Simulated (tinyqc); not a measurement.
What moves the carrier density: donors with valley-orbit split 1s states.

Each donor binds at most one electron, in any of its states. For a site s, W_s = sum over its states of g exp(E/kT), and the ionised share is 1/(1 + W_s exp(eta)), eta = (EF - Ec)/kT; n = Nc F_1/2(eta); neutrality n + NA = ND x (mean ionised share); holes are neglected. Nc from N = 2 (m kB T/(4 pi c))^(3/2) with c = hbar^2/2m0, in 1/angstrom^3; times 1e24 for 1/cm^3, m = md. F_j(eta) = (1/Gamma(j + 1)) integral_0^infinity x^j dx/(1 + exp(x - eta)), which tends to exp(eta) for eta << 0.

Mobility (Caughey-Thomas form): mu = mu0 + (mu1 (T/300)^(-ga) - mu0)/(1 + ((ND + NA)/Nr)^de); rho = 1/(e n mu), e = 1.602176634e-19 C.

Constants: hbar^2/2m0 = 3.80998211 eV angstrom^2; kB = 8.617333262e-05 eV/K.

Parameters, chosen for this exercise (near those of P in Si; not measured data): md = 1.084 m0 (density-of-states mass of the conduction band); E = (44.2, 33, 31.8) meV (binding energies of 1s(A1), 1s(T2), 1s(E)); g = (2, 6, 4) (their degeneracies with spin); ND = 6.9e+15 1/cm^3 (donors); NA = 0 1/cm^3 (compensating acceptors, all ionised); T = 400 K; mu0 = 59 cm^2/(V s) (mobility at heavy doping); mu1 = 1425 cm^2/(V s) (mobility at light doping and 300 K); Nr = 1.1e+17 1/cm^3 (reference doping); de = 0.72 (doping exponent); ga = 2.3 (temperature exponent).

All results formed anew.

Results for these values:
```
case     eta  n (1/cm^3)  rho (ohm cm)
base  -8.756   6.864e+15         1.390
```

What happens to each result for NA = 6.9e+14 1/cm^3, all else kept?

Answer: eta falls from -8.756 to -8.862; n falls from 6.864e+15 to 6.178e+15; rho rises from 1.390 to 1.556.

The same for each parameter in turn:
```
case                         eta  n (1/cm^3)  rho (ohm cm)
base                      -8.756   6.864e+15         1.390
E = (49.2, 33, 31.8) meV  -8.757   6.863e+15         1.390
md = 1.192 m0             -8.898   6.869e+15         1.389
ND = 1.38e+16 1/cm^3      -8.068   1.366e+16        0.7474
NA = 6.9e+14 1/cm^3       -8.862   6.178e+15         1.556
T = 430 K                 -8.864   6.870e+15         1.637
Nr = 2.2e+17 1/cm^3       -8.756   6.864e+15         1.330
```

(tinyqc, `OMP_NUM_THREADS=1 python tinyqc.py 1680794 1680795 out.jsonl`, Intel(R) Xeon(R) Processor @ 2.30GHz, 1 thread, shared host, about 0.01 s.)
